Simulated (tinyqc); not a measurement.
Brouwer diagram: defect equilibria of an oxide against oxygen pressure (mass action). Computed by tinyqc, a small Python program. Command: `OMP_NUM_THREADS=1 python tinyqc.py 3004366 3004367 out.jsonl brouwer walk`. One thread of a shared host (Intel(R) Xeon(R) Processor @ 2.30GHz), about 0.01 s of CPU time with the checks.

Defects: oxygen vacancies V (charge +2), electrons n, holes p, the ionic partner X = V_M'' (charge -2), and the dopant. Activities are taken equal to concentrations.

Inputs (values chosen for the exercise, for a model oxide): reduction enthalpy H_r = 3.39 eV; prefactor K_r0 = 3.6e+68 cm^-9 atm^(1/2); gap E_g = 3.55 eV; prefactor N_c N_v = 2.2e+41 cm^-6; disorder enthalpy H_s = 2.8 eV; prefactor K_s0 = 4.2e+44 cm^-6; dopant density N_d = 2.9e+20 cm^-3; temperature T = 700 K.

Ionic disorder: Schottky, oxide MO. Dopant (singly charged, fully ionised): acceptor.

Constants: k_B = 8.617333262e-05 eV/K.

Method:
- K_r = K_r0 exp(-H_r/k_B T) = [V] n^2 P^(1/2); K_i = N_c N_v exp(-E_g/k_B T) = n p; K_s = K_s0 exp(-H_s/k_B T) = [X] [V].
- Neutrality: 2 [V] + p = n + 2 [X] + N_d. With n as the unknown, [V] = K_r/(n^2 P^(1/2)), p = K_i/n, [X] = K_s/[V]; the log ratio is ln(positive/negative).
- The root is found by 60 bisections in ln n between n = 1e-10 and 1e25 cm^-3.
- The slope is d log n / d log P from this row and the one above; the last column names the largest term on each side. Pressures that give more than 3e21 cm^-3 are left out.

K_r = 1.41051e+44 cm^-9 atm^(1/2)

K_i = 6.07502e+15 cm^-6

K_s = 2.91163e+24 cm^-6

Log10 of the densities in cm^-3:
```
log10 P (atm)       n     [V]        p     [X]  slope of n      balance
-32            19.937  20.275  -4.1537  4.1893           -  2 [V] = N_d
-28            18.987  20.176  -3.2033  4.2885    -0.23761  2 [V] = N_d
-24            17.993  20.163  -2.2097  4.3013    -0.24840  2 [V] = N_d
-20            16.994  20.162  -1.2104  4.3026    -0.24983  2 [V] = N_d
-16            15.994  20.161  -0.2104  4.3028    -0.24998  2 [V] = N_d
-12            14.994  20.161   0.7895  4.3028    -0.25000  2 [V] = N_d
-8             13.994  20.161   1.7895  4.3028    -0.25000  2 [V] = N_d
-4             12.994  20.161   2.7895  4.3028    -0.25000  2 [V] = N_d
0              11.994  20.161   3.7895  4.3028    -0.25000  2 [V] = N_d
```

What follows from these numbers?

Regimes: 2 [V] = N_d from log P = -32 to 0, where that balance predicts a slope of -1/4 and the table comes as close as -0.250.

Extremes, crossings and ranges named in words are read from the listed rows.
